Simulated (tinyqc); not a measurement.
Worked calculation: empirical pseudopotential in a few plane waves. Computed by tinyqc, a small Python program that keeps every step. Settings: plane-wave index or count = 15. Command: `OMP_NUM_THREADS=1 python tinyqc.py 24986 24987 out.jsonl` (the two numbers bound the seeds that draw the settings). One thread of a shared host (Intel(R) Xeon(R) Processor @ 2.60GHz), about 0.3 s of CPU time with the checks.

## Bloch Hamiltonian at k

Parameters chosen for this model: fcc lattice, atoms at +/- a/8 (1,1,1); form factors in rydberg at |G|^2 in units of (2 pi/a)^2:
```
parameter,value,unit
a,5.290000,angstrom
VS(3),-0.253000,Ry
VS(8),0.018000,Ry
VS(11),0.078000,Ry
VA(3),0,Ry
VA(4),0,Ry
VA(11),0,Ry
hbar^2/2m (2 pi/a)^2,5.374911,eV
```

k point k (2 pi / a): -0.060000  -0.470000  -0.240000

Basis: the 15 shortest G (labels in 2 pi/a), the same at every k. H(G,G') = c |k + G|^2 delta + VS(|G-G'|^2) cos((G-G').tau) + i VA sin((G-G').tau), tau = a/8 (1,1,1); 1 Ry = 13.605693 eV.

H(k) at k (eV), lower triangle:
```
,+0+0+0,-1-1-1,-1-1+1,-1+1-1,-1+1+1,+1-1-1,+1-1+1,+1+1-1,+1+1+1,-2+0+0,+0-2+0,+0+0-2,+0+0+2,+0+2+0,+2+0+0
+0+0+0,1.516263
-1-1-1,2.434031,25.918361
-1-1+1,-2.434031,0.000000,20.758446
-1+1-1,-2.434031,0.000000,0.244902,15.813527
-1+1+1,-2.434031,-0.244902,0.000000,0.000000,10.653612
+1-1-1,-2.434031,0.000000,0.244902,0.244902,0.000000,24.628382
+1-1+1,-2.434031,-0.244902,0.000000,0.000000,0.244902,0.000000,19.468467
+1+1-1,-2.434031,-0.244902,0.000000,0.000000,0.244902,0.000000,0.244902,14.523548
+1+1+1,2.434031,0.000000,-0.244902,-0.244902,0.000000,-0.244902,0.000000,0.000000,9.363633
-2+0+0,0.000000,-2.434031,-2.434031,-2.434031,2.434031,0.750413,-0.750413,-0.750413,-0.750413,24.305887
+0-2+0,0.000000,-2.434031,-2.434031,0.750413,-0.750413,-2.434031,2.434031,-0.750413,-0.750413,0.244902,33.120742
+0+0-2,0.000000,-2.434031,0.750413,-2.434031,-0.750413,-2.434031,-0.750413,2.434031,-0.750413,0.244902,0.244902,28.175823
+0+0+2,0.000000,-0.750413,2.434031,-0.750413,-2.434031,-0.750413,-2.434031,0.750413,-2.434031,-0.244902,-0.244902,0.000000,17.855993
+0+2+0,0.000000,-0.750413,-0.750413,2.434031,-2.434031,-0.750413,0.750413,-2.434031,-2.434031,-0.244902,0.000000,-0.244902,0.244902,12.911075
+2+0+0,0.000000,-0.750413,-0.750413,-0.750413,0.750413,2.434031,-2.434031,-2.434031,-2.434031,0.000000,-0.244902,-0.244902,0.244902,0.244902,21.725930
```

## Levels at k

Diagonalise the Hermitian matrix.

eigenvalues (eV): -1.169732  6.472289  9.460236  10.514382  15.047803  16.237256  17.360102  18.506940  20.814063  23.003524  24.078177  25.180485  28.726279  30.944262  35.563625

## Bands along a path

The same steps at evenly spaced points between the labelled ones.

Bands along the path (eV), lowest eight:
```
k,band 1,band 2,band 3,band 4,band 5,band 6,band 7,band 8
L,0.207511,3.676259,10.731321,10.731321,13.089658,16.991206,16.991206,20.282845
L-G 0.25,-0.639204,4.862227,10.758550,10.758550,13.211108,16.919872,16.919872,20.584272
L-G 0.50,-1.601551,7.018813,11.051727,11.051727,13.680335,16.886112,16.886112,18.907281
L-G 0.75,-2.236584,9.598876,11.485597,11.485597,14.180767,16.306301,16.306301,16.437601
G,-2.454041,11.728538,11.728538,11.728538,13.195522,15.879832,15.879832,15.879832
G-X 0.25,-2.163132,9.544035,11.054199,11.054199,14.911149,15.312474,17.002553,17.002553
G-X 0.50,-1.297991,6.947652,10.036565,10.036565,13.738220,15.552060,19.335865,19.335865
G-X 0.75,0.116735,4.539499,9.390014,9.390014,13.183426,13.964441,22.127720,22.127720
X,2.034287,2.412470,9.289871,9.289871,13.015960,13.407861,25.248314,25.248314
```

With 4 band(s) filled, the highest filled level on these points lies at G and the lowest empty one at X: a gap of 1.2874 eV, indirect. This holds for the small fixed basis; with all plane waves up to |k + G|^2 = 21 (2 pi/a)^2 the gap along the path is 1.24 eV.

## Convergence with the number of plane waves

Levels at G counted from the fourth one.

Levels (eV):
```
plane waves,level 1,level 5,level 8
9,-18.333873,0,0.979610
15,-14.182579,1.466984,4.151294
27,-13.488982,2.160602,4.011720
51,-13.517115,2.356859,4.201716
59,-13.556185,2.375421,4.027753
65,-13.572127,2.375421,3.992559
89,-13.542653,2.360939,4.018662
```
